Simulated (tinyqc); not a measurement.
Band bending at a free surface with a continuum of surface states, surface photovoltage and Kelvin probe: one step of the calculation.

n-type bulk, xi = Ec - EF = Vt ln(Nc/Nd), p0 = ni^2/Nd, ni = sqrt(Nc Nv) exp(-Eg/(2 Vt)), Eg in volts. b is the upward band bending, u = b/Vt. Space charge per area, in units of q: Qc = sign(b) sqrt((2 eps0 eps_r Vt/q) [(Nd + dn)(exp(-u) - 1) + Nd u + (p0 + dn)(exp(u) - 1)]), with dn the excess density under light (flat quasi-Fermi levels; 0 in the dark). The states hold -Ds (E0 - xi - b): negative while the Fermi level lies above the neutrality level. Neutrality: Qc + Qf + (charge of the states) = 0.

Question. Bulk quantities. xi, ni, p0, the Debye length sqrt(eps0 eps_r Vt/(q Nd)) and the flat-band work function chi + xi.

Values chosen for this exercise; band and dielectric values close to those of silicon:

| symbol | value | unit | meaning |
|---|---|---|---|
| T | 300 | K | temperature |
| Eg | 1.12 | eV | band gap |
| eps_r | 11.5 |  | relative permittivity |
| Nc | 2.83e19 | cm^-3 | conduction-band density of states at T |
| Nv | 2.65e19 | cm^-3 | valence-band density of states at T |
| chi | 4.1 | eV | electron affinity |
| Nd | 1.3e15 | cm^-3 | donor density |

Constants: q = 1.602176634e-19 C, kB = 1.380649e-23 J/K, Vt = kB T/q, eps0 = 8.8541878128e-14 F/cm where lengths are in cm. Results are converted to the units shown.

Give: xi; ni; p0; Debye length; chi + xi.

Answer.

xi = 0.2582 eV
ni = 1.071e10 cm^-3
p0 = 8.829e4 cm^-3
Debye length = 112.4 nm
chi + xi = 4.358 eV

tinyqc, about 0.01 s, one thread, Intel Xeon 2.30GHz (shared host): `OMP_NUM_THREADS=1 python tinyqc.py 2430086 2430087 out.jsonl`
